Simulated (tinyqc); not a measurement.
Donors with valley-orbit split 1s states: one step. Partition sums of the neutral donor. Five cases, with inputs chosen for the exercise.

Question. Give each term g exp(E/kT), W_s, and the effective degeneracy W_s exp(-E_ground/kT).

Each donor binds at most one electron, in any of its states. For a site s, W_s = sum over its states of g exp(E/kT), and the ionised share is 1/(1 + W_s exp(eta)), eta = (EF - Ec)/kT; n = Nc F_1/2(eta); neutrality n + NA = ND x (mean ionised share); holes are neglected. Nc from N = 2 (m kB T/(4 pi c))^(3/2) with c = hbar^2/2m0, in 1/angstrom^3; times 1e24 for 1/cm^3, m = md. F_j(eta) = (1/Gamma(j + 1)) integral_0^infinity x^j dx/(1 + exp(x - eta)), which tends to exp(eta) for eta << 0.

Constants: hbar^2/2m0 = 3.80998211 eV angstrom^2; kB = 8.617333262e-05 eV/K.

Case 1.

Values chosen (near those of P in Si; shifted at random, so the results belong to these values and not to a real crystal): md = 1.085 m0 (density-of-states mass of the conduction band); E = (45.2, 33.2, 32.8) meV (binding energies of 1s(A1), 1s(T2), 1s(E)); g = (2, 6, 4) (their degeneracies with spin); T = 250 K.

Case 2.

Values chosen (near those of As in Si; shifted at random, so the results belong to these values and not to a real crystal): md = 1.043 m0 (density-of-states mass of the conduction band); E = (54.8, 34.7, 32.1) meV (binding energies of 1s(A1), 1s(T2), 1s(E)); g = (2, 6, 4) (their degeneracies with spin); T = 250 K.

Case 3.

Values chosen (near those of As in Si; shifted at random, so the results belong to these values and not to a real crystal): md = 1.042 m0 (density-of-states mass of the conduction band); E = (54.8, 33.8, 33.4) meV (binding energies of 1s(A1), 1s(T2), 1s(E)); g = (2, 6, 4) (their degeneracies with spin); T = 200 K.

Case 4.

Values chosen (near those of Sb in Si; shifted at random, so the results belong to these values and not to a real crystal): md = 1.051 m0 (density-of-states mass of the conduction band); E = (44, 34.4, 31.3) meV (binding energies of 1s(A1), 1s(T2), 1s(E)); g = (2, 6, 4) (their degeneracies with spin); T = 300 K.

Case 5.

Values chosen (near those of As in Si; shifted at random, so the results belong to these values and not to a real crystal): md = 1.086 m0 (density-of-states mass of the conduction band); E = (54.7, 34.1, 33.3) meV (binding energies of 1s(A1), 1s(T2), 1s(E)); g = (2, 6, 4) (their degeneracies with spin); T = 300 K.

Give: Nc; terms; W_s; effective degeneracy.

Answer.

Case 1.

Nc = 2.1575e+19 1/cm^3

terms: 1s(A1) 16.30, 1s(T2) 28.02, 1s(E) 18.33

W_s: donor 62.654

effective degeneracy: donor 7.687

The ground state alone would give 2 and all states together 12; here the excited states hold 74 % of the bound electrons.

Case 2.

Nc = 2.0334e+19 1/cm^3

terms: 1s(A1) 25.45, 1s(T2) 30.04, 1s(E) 17.75

W_s: donor 73.240

effective degeneracy: donor 5.755

The ground state alone would give 2 and all states together 12; here the excited states hold 65 % of the bound electrons.

Case 3.

Nc = 1.4529e+19 1/cm^3

terms: 1s(A1) 48.08, 1s(T2) 42.65, 1s(E) 27.78

W_s: donor 118.50

effective degeneracy: donor 4.930

The ground state alone would give 2 and all states together 12; here the excited states hold 59 % of the bound electrons.

Case 4.

Nc = 2.7038e+19 1/cm^3

terms: 1s(A1) 10.97, 1s(T2) 22.70, 1s(E) 13.42

W_s: donor 47.095

effective degeneracy: donor 8.586

The ground state alone would give 2 and all states together 12; here the excited states hold 77 % of the bound electrons.

Case 5.

Nc = 2.8400e+19 1/cm^3

terms: 1s(A1) 16.59, 1s(T2) 22.44, 1s(E) 14.50

W_s: donor 53.537

effective degeneracy: donor 6.453

The ground state alone would give 2 and all states together 12; here the excited states hold 69 % of the bound electrons.

Computed by tinyqc, one run a case: `OMP_NUM_THREADS=1 python tinyqc.py N N+1 out.jsonl` with N = 1681238, 1681271, 1681689, 1681747, 1681842; one thread of a shared Intel(R) Xeon(R) Processor @ 2.30GHz, about 0.01 s a run at most.
